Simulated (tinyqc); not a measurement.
Vacuum evaporation: vapour pressure, source flux, thickness distribution, purity and step coverage: one step, computed by the program tinyqc.

Molecular flow, unit sticking of the metal, no re-evaporation. The background gas is taken as water vapour (18.015 g/mol, collision diameter 0.37 nm) at 300 K.

Problem. Vapour pressure and flux. log10(p_v/Pa) = A - B/T; flux from the surface Phi = p_v/sqrt(2 pi m k_B T), m = M u. Mass loss = Phi x area x m; heat of evaporation = ln(10) R B; d ln Phi/dT = ln(10) B/T^2 - 1/(2 T).

Inputs (values chosen for the exercise, modelled on aluminium, with constants for the liquid): molar mass M = 26.98 g/mol; vapour-pressure constant A = 10.94; vapour-pressure constant B = 16270 K; source temperature T = 1540 K; source area = 7 cm^2.

Constants: u = 1.6605390666e-27 kg; k_B = 1.380649e-23 J/K; R = 8.314462618 J/(mol K).

Give: vapour pressure p_v; flux Phi; mass loss; heat of evaporation; change of flux per kelvin.

Solution.

vapour pressure p_v = 2.372 Pa

flux Phi = 3.066e+18 1/(cm^2 s)

mass loss = 3.461 g/h

heat of evaporation = 311.5 kJ/mol

change of flux per kelvin = 1.547 %/K

Holding the rate to 1 % needs the temperature to about 0.65 K.
